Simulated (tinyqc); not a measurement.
Partial widths from the peak.

Question. A Breit-Wigner resonance has total width G = GL + GR and peak transmission Tp = 4 GL GR/G^2. GR is known to be the larger. Find GL, GR and the lifetime hbar/G.

Constants: q = 1.602176634e-19 C, hbar = 1.054571817e-34 J s. Results are converted to the units shown.

G = 25.907630 meV
Tp = 0.86243249

Answer. GL and GR have the sum G and the product Tp G^2/4, so they are (G/2)(1 +/- sqrt(1 - Tp)).

GL = 8.15 meV
GR = 17.8 meV
lifetime = 25.4 fs

tinyqc, about 0.2 s, one thread, Intel Xeon 2.30GHz (shared host): `OMP_NUM_THREADS=1 python tinyqc.py 2600108 2600109 out.jsonl`
